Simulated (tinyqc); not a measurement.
# Bulk resistivity and mean free path from two films

Inverse problem. In the thick-film limit single-crystal films obey rho = rho0 (1 + 3 (1 - ps) lam/(8 d)). Find rho0, lam and the product rho0 lam.

Parameters, values chosen for the exercise:
- ps = 0 (specular share of surface scattering)

rho at d = 74 and 250 nm (uohm cm): [2.0583547, 1.8131130]

Answer. rho is a straight line in 1/d: the intercept is rho0 and the slope (3/8)(1 - ps) rho0 lam. Without ps only the product (1 - ps) lam could be found.

rho0 = 1.71 uohm cm
lam = 40.2 nm
rho0 lam = 68.7 uohm cm nm

Numbers from tinyqc (`OMP_NUM_THREADS=1 python tinyqc.py 2100118 2100119 out.jsonl`; about 0.01 s on one thread of a shared Intel Xeon 2.30GHz).
